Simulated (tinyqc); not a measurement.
Long-channel MOSFET, surface-potential model: two steps of the calculation.

n-channel transistor on a uniformly doped p-type body, gradual-channel approximation, constant mobility, Boltzmann statistics, full ionisation. Potentials are counted from the neutral body; V is the electron quasi-Fermi potential, Vsb at the source and Vsb + Vds at the drain. Charges are magnitudes per area.

Parameters, values chosen for the exercise; material values those of a made-up semiconductor: temperature T = 300 K; band gap Eg = 1.25 eV; relative permittivity of the semiconductor eps_r = 9.02; conduction-band density of states at T Nc = 3.1e19 cm^-3; valence-band density of states at T Nv = 2.41e19 cm^-3; acceptor density of the body Na = 1.6e16 cm^-3; relative permittivity of the gate insulator eox = 21.4; insulator thickness tox = 160 nm; flat-band voltage Vfb = -0.73 V; source-body reverse bias Vsb = 0 V; gate-source voltage Vgs = 1.05 V.

Constants: q = 1.602176634e-19 C, kB = 1.380649e-23 J/K, Vt = kB T/q, eps0 = 8.8541878128e-14 F/cm where lengths are in cm. Results are converted to the units shown.

Task 1. Body potential, insulator capacitance and body factor. ni = sqrt(Nc Nv) exp(-Eg/(2 Vt)), Eg in volts; phiF = Vt ln(Na/ni); Cox = eps0 eox/tox; gamma = sqrt(2 q eps0 eps_r Na)/Cox. VT = Vfb + 2 phiF + gamma sqrt(2 phiF + Vsb), m = 1 + gamma/(2 sqrt(2 phiF + Vsb)).

Give: ni; phiF; Cox; gamma; VT; m.

Result 1.

ni = 8.653e8 cm^-3
phiF = 0.4326 V
Cox = 0.1184 uF/cm^2
gamma = 0.5403 V^0.5
VT = 0.6377 V
m = 1.290

Task 2. Inversion charge along the channel. The surface potential psi at channel potential V solves Vgs + Vsb - Vfb - psi = gamma sqrt(G), G = psi - Vt + Vt exp((psi - 2 phiF - V)/Vt). Charge sheet: Qi = Cox gamma [sqrt(G) - sqrt(psi - Vt)]. Pao-Sah: Qi = (Cox gamma/2) integral from 3 Vt to psi of exp((u - 2 phiF - V)/Vt)/sqrt(G(u, V)) du.

V, point 0 to 8 (V): 0  0.1  0.2  0.3  0.4  0.5  0.6  0.7  0.8
phiF = 0.43257669 V
Cox = 0.11842476 uF/cm^2
gamma = 0.54033774 V^0.5

Give: psi; Qi, charge sheet; Qi, Pao-Sah.

Result 2.

```
point  psi (V)  Qi, charge sheet (nC/cm^2)  Qi, Pao-Sah (nC/cm^2)
0       0.9669                      34.217                 34.652
1       1.0533                      21.201                 21.459
2       1.1314                      9.5282                 9.6400
3       1.1847                      1.6165                 1.6350
4       1.1953                    0.051186               0.051772
5       1.1956                   0.0010839              0.0010963
6       1.1956                   2.2657e-5              2.2916e-5
7       1.1956                   4.7346e-7              4.7887e-7
8       1.1956                   9.8936e-9              1.0007e-8
```

At the source the charge-sheet charge is 1.3 % below the Pao-Sah one.

Program tinyqc, `OMP_NUM_THREADS=1 python tinyqc.py 2360081 2360082 out.jsonl`; Intel Xeon 2.30GHz, shared host, one thread, about 0.04 s.
